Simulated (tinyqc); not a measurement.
Free and trapped electrons in a MOS channel with a dense trap tail: effect of the temperature.

p-type body, charge-sheet picture, full ionisation (an idealisation for deep acceptors), Boltzmann statistics for free electrons. e = Ec - EF at the surface. Acceptor-like traps of density D(E) = D0 + De exp(-E/Ew) at depth E below Ec, from 0 to Eu, hold n_t = integral of D(E)/(1 + exp((e - E)/Vt)). psi = Eg - Vt ln(Nv/Na) - e; N_dep = sqrt(2 eps0 eps_r Na (psi - Vt)/q); n_f = sqrt(N_dep^2 + 2 eps0 eps_r Vt Nc exp(-e/Vt)/q) - N_dep; Vg = Vfb + psi + q (N_dep + n_t + n_f)/Cox, Cox = eps0 eox/tox.

Nc and Nv are given at 300 K and scale as (T/300 K)^1.5; Eg, Vfb and mf are held fixed. VT is the Vg for n_f = 1e11 cm^-2; swing ln 10 n_f/(dn_f/dVg) at n_f = 1e8 cm^-2; the last three columns are for Vg = VT + 2.3 V, with free share n_f/(n_f + n_t) and field-effect mobility mf q (dn_f/dVg)/Cox; there EF is near the band edge, where Boltzmann statistics are rough.

Parameters, values chosen for the exercise; band and dielectric values close to those of 4H silicon carbide:
- Eg = 3.22 eV (band gap)
- eps_r = 9.75 (relative permittivity)
- Nc = 1.69e19 cm^-3 (conduction-band density of states at the reference temperature)
- Nv = 2.5e19 cm^-3 (valence-band density of states at the reference temperature)
- eox = 3.9 (relative permittivity of the insulator)
- tox = 29 nm (insulator thickness)
- Na = 1.5e17 cm^-3 (acceptor density)
- Vfb = -2.13 V (flat-band voltage without trapped charge)
- D0 = 1.2e10 cm^-2 eV^-1 (constant background density of acceptor-like traps)
- De = 4.2e12 cm^-2 eV^-1 (density of the tail at the conduction edge)
- Ew = 0.07 eV (decay energy of the tail)
- Eu = 0.79 eV (depth below Ec down to which the traps reach)
- mf = 130 cm^2/(V s) (mobility of free electrons)

Constants: q = 1.602176634e-19 C, kB = 1.380649e-23 J/K, Vt = kB T/q, eps0 = 8.8541878128e-14 F/cm where lengths are in cm. Results are converted to the units shown.

Effect of the temperature:

| T (K) | e at VT (eV) | VT (V) | q n_t/Cox at VT (V) | swing (mV/decade) | n_f (cm^-2) | free share (%) | field-effect mobility (cm^2/(V s)) |
|---|---|---|---|---|---|---|---|
| 200 | 0.02269 | 4.435 | 0.2978 | 92.92 | 1.677e12 | 85.05 | 127.4 |
| 250 | 0.04055 | 4.316 | 0.2471 | 97.62 | 1.634e12 | 85.12 | 126.2 |
| 300 | 0.06067 | 4.196 | 0.2008 | 105.2 | 1.598e12 | 85.41 | 124.8 |
| 350 | 0.08267 | 4.078 | 0.1608 | 115.7 | 1.570e12 | 85.93 | 123.3 |
| 400 | 0.1063 | 3.962 | 0.1277 | 128.4 | 1.549e12 | 86.65 | 121.9 |
| 450 | 0.1314 | 3.849 | 0.1010 | 142.7 | 1.534e12 | 87.50 | 120.7 |
| 500 | 0.1579 | 3.738 | 0.07987 | 158.2 | 1.524e12 | 88.44 | 119.7 |
| 550 | 0.1855 | 3.629 | 0.06328 | 174.5 | 1.516e12 | 89.41 | 118.9 |

As T goes from 200 to 550, VT falls from 4.44 to 3.63 V, its part due to traps falls from 0.298 to 0.0633 V, the swing rises from 92.9 to 175 mV/decade and the field-effect mobility falls from 127 to 119 cm^2/(V s). On heating the same n_f is reached with EF deeper in the gap, where fewer tail states are filled. For T = 200, 250 e is under 2 Vt already at VT, so VT too is rough.

Computed by the program tinyqc: `OMP_NUM_THREADS=1 python tinyqc.py 2222071 2222072 out.jsonl`, one thread of a shared Intel Xeon 2.30GHz, about 0.02 s for the whole run.
